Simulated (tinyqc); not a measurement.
# MOSFET in saturation, small-signal circuit and noise: what changes with what

Bias by the inversion coefficient IC = I/Ispec (charge-based model with velocity saturation; weak inversion below 0.1, strong above 10). Common-source circuit: gm, gds, Cgs, Cgd and Cj at the inner nodes, Rg in series with the gate; quasi-static, no source or drain resistance, no gate-body capacitance, no substrate network, no induced gate noise, so fmax is an upper estimate.

Inputs (values chosen for the exercise): temperature T = 350 K; gate length L = 40 nm; total gate width W = 40 um; gate capacitance Cox = 1.38 uF/cm^2; mobility mu = 250 cm^2/(V s); slope factor n = 1.25; velocity-saturation length Ls = 10 nm; ratio gds/gm sg = 0.13; overlap and fringe capacitance per side Cov = 0.32 fF/um; drain junction capacitance Cj = 0.38 fF/um; sheet resistance of the gate Rsh = 10 ohm; finger width Wf = 0.5 um; gate contact and vertical resistance Rc = 50 ohm um; inversion coefficient IC = 2.5; short-channel excess of the noise factor gw = 0.11; oxide trap density Nt = 1.3e18 cm^-3 eV^-1; tunnelling length into the oxide lt = 0.1 nm; Coulomb scattering coefficient ac = 3000 V s/C.

Constants: q = 1.602176634e-19 C, kB = 1.380649e-23 J/K, Vt = kB T/q. Results are converted to the units shown.

Each table varies one quantity; the others keep the values above.

## Gains against frequency

Ispec = 2 n mu Cox (W/L) Vt^2, lc = Ls/L, gms = [sqrt((lc IC + 1)^2 + 4 IC) - 1]/[2 + lc (lc IC + 1)], gm = gms Ispec/(n Vt), gds = sg gm. qs = [sqrt(1 + 4 IC) - 1]/2, Cgs = Cox W L qs (2 qs + 3)/(3 (qs + 1)^2) + Cov W, Cgd = Cov W, Cd = Cj W, Rg = Rsh (Wf/L)/(12 Nf) + Rc/W with Nf = W/Wf fingers (not rounded) contacted at both ends. fT = gm/(2 pi (Cgs + Cgd)), fmax = fT/(2 sqrt(Rg (gds + 2 pi fT Cgd))). Inner admittances at w = 2 pi f: y11 = i w (Cgs + Cgd), y12 = -i w Cgd, y21 = gm - i w Cgd, y22 = gds + i w (Cgd + Cd). Invert to Z, add Rg to Z11 and invert back to Y. |h21| = |Y21/Y11|; U = |Y21 - Y12|^2/(4 [Re Y11 Re Y22 - Re Y12 Re Y21]). MSG = |Y21/Y12|; stability factor k = [2 Re Y11 Re Y22 - Re(Y12 Y21)]/|Y12 Y21|.

The same in every row: f sqrt(U) (GHz) = 406.2.

Result of one run:
```
f (GHz),|h21| (dB),U (dB),MSG (dB),k
1.9,34.39,46.60,21.60,0.008496
```

What becomes of these results when the signal frequency f is changed from 1.9 to 1 GHz, all else the same?

Result of the changed run:
```
f (GHz),|h21| (dB),U (dB),MSG (dB),k
1,39.96,52.18,24.39,0.004472
```

The whole series:
```
f (GHz),|h21| (dB),U (dB),MSG (dB),k
1,39.96,52.18,24.39,0.004472
1.9,34.39,46.60,21.60,0.008496
3.5,29.08,41.29,18.95,0.01565
6.5,23.71,35.92,16.26,0.02906
12,18.39,30.59,13.60,0.05361
23,12.76,24.94,10.79,0.1025
43,7.397,19.51,8.108,0.1900
80,2.253,14.11,5.536,0.3435
```

Over the table |h21| falls by 19.8 dB a decade, U by 20.0 and MSG by 9.91. The product f sqrt(U) stays at 406 GHz, against fmax = 406 GHz from the formula. k stays below one in all rows, so the device is only conditionally stable. In every row fmax exceeds 4 fT, where channel resistance and substrate losses, left out here, would cap it.

## From weak to strong inversion

Same model as above.

The last column is the figure of merit (gm/I) fT.

From weak to strong inversion:
```
IC,I (uA),gm/I (1/V),fT (GHz),fmax (GHz),(gm/I) fT (THz/V)
0.01,7.846,26.23,1.269,47.58,0.03328
0.03,23.54,25.67,3.668,80.77,0.09418
0.1,78.46,24.03,10.95,138.9,0.2632
0.3,235.4,20.84,26.36,213.6,0.5494
1,784.6,15.58,59.03,315.6,0.9199
3,2354,10.45,109.5,425.5,1.145
10,7846,5.746,189.9,555.9,1.091
30,2.354e4,2.758,265.6,654.9,0.7325
100,7.846e4,0.9924,313.3,709.5,0.3109
```

Read the table: what changes, and by how much?

The efficiency gm/I falls from 26.2 to 0.992 1/V while fT rises from 1.27 to 313 GHz; fT goes as IC^(0.97) at the start and IC^(0.14) at the end (1/2 for a long channel, 0 at full velocity saturation, which sets in near IC = 1/lc^2 = 16.0). Their product goes from 0.0333 through a maximum of 1.14 (at IC = 3 among the rows listed) to 0.311 THz/V. For IC = 0.01 to 1 fmax exceeds 4 fT, where channel resistance and substrate losses, left out here, would cap it. At IC = 100 the current passes 1.5 mA/um, where series resistance and heating matter.

## Effect of the finger width on speed and noise

Channel noise Sid = 4 kB T gam n gm with gam = (1/2 + (2/3) qs)/(1 + qs) + gw lc IC, qs = [sqrt(1 + 4 IC) - 1]/2, lc = Ls/L (the last term an empirical rise with velocity saturation); at the gate, white noise Sw = Sid/gm^2 + 4 kB T Rg. Number fluctuation with correlated mobility: S(f) = K/f, K = q^2 Vt lt Nt/(W L Cox^2) (1 + ac mu Cox I/gm)^2, Vt in eV with Nt per eV. Corner fc = K/Sw. IC is held fixed.

The same in every row: I (uA) = 1961; fT (GHz) = 99.56.

Results:
```
Wf (um),Rg (ohm),fmax (GHz),sqrt(Sw) (nV/Hz^0.5),fc (MHz)
0.25,1.283,421.4,0.8628,529.0
0.5,1.380,406.2,0.8639,527.7
1,1.771,358.6,0.8682,522.4
2,3.333,261.4,0.8854,502.3
8,34.58,81.15,1.178,283.7
```

Estimate the missing row, Wf = 4 um.

Computed row:
```
Wf (um),Rg (ohm),fmax (GHz),sqrt(Sw) (nV/Hz^0.5),fc (MHz)
4,9.583,154.2,0.9512,435.2
```

With this row back in the table: As Wf goes from 0.25 to 8 um, fT stays at 99.6 GHz, fmax falls from 421 to 81.2 GHz, the white noise rises from 0.863 to 1.18 nV/Hz^0.5 and the corner falls from 529 to 284 MHz. The finger width leaves fT alone and acts through Rg, whose sheet part goes as Wf^2. For Wf = 0.25 to 0.5 um fmax exceeds 4 fT, where channel resistance and substrate losses, left out here, would cap it.

tinyqc, about 0.01 s, one thread, Intel Xeon 2.30GHz (shared host): `OMP_NUM_THREADS=1 python tinyqc.py 2150131 2150132 out.jsonl`
